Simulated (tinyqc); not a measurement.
k.p theory built from an empirical-pseudopotential calculation at Gamma: sweeps and comparisons. A value that a table varies takes the place of the one given here.

Empirical pseudopotential on the fcc lattice, atoms at +/- tau, tau = a (1,1,1)/8, no spin-orbit coupling. H(G,G') = c (2 pi/a)^2 |k + G|^2 delta + VS(q) cos(q.tau) + i VA(q) sin(q.tau), q = G - G', c = hbar^2/2m0; k and G in units of 2 pi/a; VS at |q|^2 = 3, 8, 11 and VA at 3, 4, 11, in rydberg, zero elsewhere. The basis is fixed: all 89 G with |G|^2 up to Gcut. Energies are counted from the fourth level at Gamma.

k.p in the lowest n states at Gamma: H_nm = (E_n + c k^2) delta + 2 c k.<n|G|m>, k in 1/angstrom; with all states of the basis it is exact.

Empirical pseudopotential on the fcc lattice, atoms at +/- tau, tau = a (1,1,1)/8, no spin-orbit coupling. H(G,G') = c (2 pi/a)^2 |k + G|^2 delta + VS(q) cos(q.tau) + i VA(q) sin(q.tau), q = G - G', c = hbar^2/2m0; k and G in units of 2 pi/a; VS at |q|^2 = 3, 8, 11 and VA at 3, 4, 11, in rydberg, zero elsewhere. The basis holds all G with |G|^2 up to a cut-off. Energies are counted from the fourth level at Gamma.

For a multiplet A of d_A states, W(B) = (4 c/(3 d_A)) sum over n in A, m in B and i = x, y, z of |<n|G_i|m>|^2 (G in 1/angstrom, <n|G_i|m> = sum_G c_n(G)* G_i c_m(G)); the mean inverse mass of A is 1 + sum_B W(B)/(E_A - E_B). Multiplets with W = 0 are left out.

Valence parameters: D(u) = c + 4 c^2 sum_m <n|u.G|m><m|u.G|n'>/(0 - E_m) on the valence triplet, in units of c, has eigenvalues L, M, M along [100] and (L + 2M + 2N)/3, (L + 2M - N)/3 twice along [111]; g1 = -(L + 2M)/3, g2 = -(L - M)/6, g3 = -N/6.

Constants: hbar^2/2m0 = 3.80998211 eV angstrom^2; Ry = 13.60569312 eV.

Inputs chosen for the exercise (near those of Ge; not measured data): a = 5.658 angstrom (lattice constant); VS = (-0.231, 0.009, 0.059) Ry (symmetric form factors); VA = (0, 0, 0) Ry (antisymmetric form factors); Gcut = 19 (2 pi/a)^2 (largest |G|^2 of the fixed basis); VS3 = -0.231 Ry; VS8 = 0.009 Ry; VS11 = 0.059 Ry; VA3 = 0 Ry; VA4 = 0 Ry; VA11 = 0 Ry.

## How many bands a k.p model needs: band 4 from Gamma to X

Band 4 (counted from below) at k = f (1, 0, 0) 2 pi/a; n ends on whole multiplets.

Energies (eV):
```
f       n = 8  n = 15  n = 27  n = 89 (exact)
0.000   0.000   0.000   0.000           0.000
0.125  -0.197  -0.199  -0.202          -0.202
0.250  -0.626  -0.649  -0.660          -0.660
0.375  -1.083  -1.152  -1.176          -1.177
0.500  -1.469  -1.609  -1.650          -1.652
0.625  -1.746  -1.976  -2.040          -2.044
0.750  -1.898  -2.231  -2.326          -2.332
0.875  -1.915  -2.365  -2.497          -2.507
1.000  -1.793  -2.370  -2.549          -2.564
```

How do the results move?

With n = 8 the band stays within 0.05 eV of the exact one up to f = 0.250 (error at X: +0.770 eV). With n = 15 the band stays within 0.05 eV of the exact one up to f = 0.500 (error at X: +0.194 eV). With n = 27 the band stays within 0.05 eV of the exact one over the whole line (error at X: +0.014 eV). A smaller basis can only raise a level.

## Convergence with the plane-wave basis

E_s is the lowest empty singlet, Ep its W to the valence triplet, m its mass.

Results:
```
cut-off  plane waves  E_s (eV)  Ep (eV)  m (m0)    g1    g2    g3
8                 27     0.926    20.07  0.0442  9.48  3.18  4.16
11                51     1.095    20.06  0.0519  8.27  2.72  3.53
12                59     1.124    20.06  0.0532  8.22  2.61  3.48
16                65     1.124    20.06  0.0532  8.23  2.60  3.48
19                89     1.116    20.07  0.0528  8.27  2.63  3.50
20               113     1.104    20.08  0.0523  8.33  2.66  3.53
24               137     1.105    20.08  0.0522  8.33  2.66  3.54
```

What can be read from the table?

Against the last row, E_s errs most, by -0.179 eV, at cut-off 8, and by 0.000 eV in the last row but one. Ep varies by 0.1 % over the table and m by 17.2 %: the mass, near E_s/Ep, inherits the errors of both. Local form factors fix the converged values only roughly. The gap is a difference of two levels, so it need not converge steadily, and here it does not.

## What each form factor does (empirical-pseudopotential levels)

Lowest empty singlet and triplet at Gamma and the valence width there (fixed basis); lowest empty level at X = (1,0,0) and L = (1/2,1/2,1/2) from the valence top, these levels and that top with all |k + G|^2 up to 21. Singlet and triplet count orbital degeneracy. VS3 is VS at |q|^2 = 3, and so on. The row for a keeps the form factors fixed, so it is no model of a real expansion, which changes them too. Each row changes one parameter from the base and keeps the others.

Results:
```
case                singlet (eV)  triplet (eV)  X (eV)  L (eV)  width (eV)
base                       1.116         3.474   1.151   0.899      12.046
a = 5.715 angstrom         1.127         3.497   1.274   0.976      11.764
VS3 = -0.241 Ry            1.023         3.616   1.393   0.998      12.010
VS8 = -0.001 Ry            0.585         3.531   1.068   0.649      12.157
VS11 = 0.049 Ry            0.549         3.242   0.872   0.513      12.247
VA3 = 0.03 Ry              1.169         3.509   0.882   0.911      12.055
VA4 = 0.03 Ry              1.086         3.572   0.758   0.962      12.050
VA11 = 0.03 Ry             0.964         3.434   0.801   0.822      12.068
```

What does this show?

The largest shifts from the base row, up to three for each result and ties (the steps differ in size, so this ranks the rows, not the parameters). singlet (eV): VS11 -0.567, VS8 -0.531, VA11 -0.151. triplet (eV): VS11 -0.233, VS3 +0.141, VA4 +0.097. X (eV): VA4 -0.393, VA11 -0.350, VS11 -0.279. L (eV): VS11 -0.386, VS8 -0.250, VS3 +0.100. width (eV): a -0.281, VS11 +0.201, VS8 +0.112. In a diamond crystal a small VA enters the levels at Gamma and L only in second order, by symmetry, but splits the degenerate pair at X in first order.

Computed by tinyqc, a small Python program: `OMP_NUM_THREADS=1 python tinyqc.py 1050574 1050575 out.jsonl` (the numbers bound the seed that draws the inputs); one thread of a shared host (Intel(R) Xeon(R) Processor @ 2.30GHz), about 0.5 s for the whole set of steps.
